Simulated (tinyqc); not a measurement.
# Pull-up strength from the switching point

Inverse problem. Transistor (EKV form, voltages against the body): I = 2 n b Vt^2 [F(vp - Vs) - F(vp - Vd)] from drain to source, F(v) = ln^2(1 + exp(v/(2 Vt))), vp = (Vg - VT + sg |Vd - Vs|)/n. n-channel bodies are at 0; for the p-channel device all voltages are counted down from Vdd. b in uA/V^2 gives I in uA. In an inverter In(Vg = Vd = VM) equals Ip at the switching point VM. Find bp and the current there.

Inputs (values chosen for the exercise):
```
symbol,value,unit,meaning
T,350,K,temperature
Vdd,0.75,V,supply voltage
n,1.25,,slope factor
sg,0.05,,drain-induced barrier lowering
VTn,0.26,V,n-channel threshold
VTp,0.3,V,p-channel threshold (magnitude)
bn,390,uA/V^2,gain factor of the pull-down transistor
```

Constants: q = 1.602176634e-19 C, kB = 1.380649e-23 J/K, Vt = kB T/q. Results are converted to the units shown.

VM = 0.365998797 V

Solution. Ip is proportional to bp, so bp is In(VM) over the p-channel current for unit b.

bp = 510.0 uA/V^2
current at VM = 2.952 uA

tinyqc, about 0.04 s, one thread, Intel Xeon 2.30GHz (shared host): `OMP_NUM_THREADS=1 python tinyqc.py 2340080 2340081 out.jsonl`
